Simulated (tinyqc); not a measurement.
Photoconductance decay in a wafer: bulk and surface recombination modes, and iron detection by pair splitting: one step, computed by the program tinyqc.

Both faces of the wafer have the same S; injection is low and all coefficients are constant. x runs from -W/2 to W/2.

Problem. Decay rates of the even modes. Even modes cos(a x) obey b tan b = S W/(2 D) with b = a W/2, odd modes sin(a x) obey -b cot b = S W/(2 D); each decays at the rate 1/tau_b + D a^2.

Inputs (values chosen for the exercise, modelled on p-type silicon): thickness W = 725 micrometre; diffusivity D = 23.9 cm^2/s; bulk lifetime tau_b without iron = 67 microsecond; surface recombination velocity S = 77000 cm/s.

Give: the table «The first four even modes: b, surface rate and decay time» with the columns b_n, surface rate D a^2 (1/s), decay time (microsecond), for n = 0, 1, 2, 3.

Solution.

The first four even modes: b, surface rate and decay time:
```
n     b_n  surface rate D a^2 (1/s)  decay time (microsecond)
0   1.557                4.4118e+04                    16.937
1   4.672                3.9707e+05                     2.427
2   7.787                1.1030e+06                     0.895
3  10.902                2.1619e+06                     0.459
```
